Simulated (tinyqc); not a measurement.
Double-gate transistor below threshold, two-dimensional Poisson equation on a small mesh: effect of the channel length.

Half of a symmetric double-gate structure: row 0 is the mid-plane of the body, where the normal field vanishes. Mobile charge is neglected (subthreshold), the body is fully depleted, and potentials are counted from the intrinsic level; rows run upward to the gate, columns from source to drain.

Mesh: rows i = 0..12 in the semiconductor (step hs = tb/12, row 12 on the interface), then 8 step(s) ho = tox/8 up to the gate row 20; columns j = 0..80 (step hy = L/80). Box integration, divided by eps0: up_i = eps hy/h of the interval above row i, dn_i = that of the interval below (0 for row 0), lat_i = (sum of eps h/2 over the intervals above and below)/hy, s_i = -q Na w_i hy/eps0 with w_i the semiconductor height of the box (hs/2 for row 0 and the interface row, hs between, 0 in the insulator). Each free node obeys (up + dn + 2 lat) psi = up psi(above) + dn psi(below) + lat [psi(left) + psi(right)] + s. Fixed values: gate row Vg - Vfb; column 0 at Vbi and the last column at Vbi + Vd in the semiconductor, each running linearly to Vg - Vfb across the insulator. The system is solved directly. On row 0 the minimum of psi and its place come from a parabola through the three lowest nodes; barrier = Vbi - minimum, swing = Vt ln 10/(d psi/dVg), DIBL = (d psi/dVd)/(d psi/dVg) there. Lambda = pi/k with k the smallest positive root of tan(k tox) tan(k tb) = eox/eps_r.

Values chosen for this exercise; semiconductor permittivity made up:
- T = 273 K (temperature)
- eps_r = 14.8 (relative permittivity of the semiconductor)
- eox = 9 (relative permittivity of the insulator)
- tb = 6 nm (half the body thickness)
- tox = 2.2 nm (insulator thickness)
- Na = 0 cm^-3 (acceptor density of the depleted body)
- Vbi = 0.47 V (potential of the source)
- Vfb = 0.06 V (gate offset)
- Vg = 0.05 V (gate voltage)
- Vd = 0.5 V (drain voltage)

Constants: q = 1.602176634e-19 C, kB = 1.380649e-23 J/K, Vt = kB T/q, eps0 = 8.8541878128e-14 F/cm where lengths are in cm. Results are converted to the units shown.

Effect of the channel length:
```
L (nm)  L/Lambda  barrier (V)  place y/L  swing (mV/decade)  DIBL (mV/V)
17        0.9064       0.1228     0.3460              129.0        375.4
20         1.066       0.1921     0.3803              99.92        251.3
25         1.333       0.2849     0.4107              78.02        139.3
30         1.600       0.3500     0.4276              67.92        82.16
37         1.973       0.4072     0.4421              61.08        41.73
45         2.399       0.4427     0.4526              57.50        20.21
54         2.879       0.4624     0.4605              55.69        9.232
66         3.519       0.4735     0.4677              54.72        3.329
```

As L goes from 17 to 66 nm, the barrier rises from 0.123 to 0.474 V, the swing falls from 129 to 54.7 mV a decade and DIBL falls from 375 to 3.33 mV/V; the ideal swing is 54.2. L/Lambda goes from 0.91 to 3.5. Between the last two rows DIBL decays with a length of 11.8 nm; 2 Lambda/pi is 11.9 nm. At L = 17 nm the barrier is under 6 Vt, so mobile charge, neglected here, begins to count.

Numbers from tinyqc (`OMP_NUM_THREADS=1 python tinyqc.py 2480077 2480078 out.jsonl`; about 0.1 s on one thread of a shared Intel Xeon 2.30GHz).
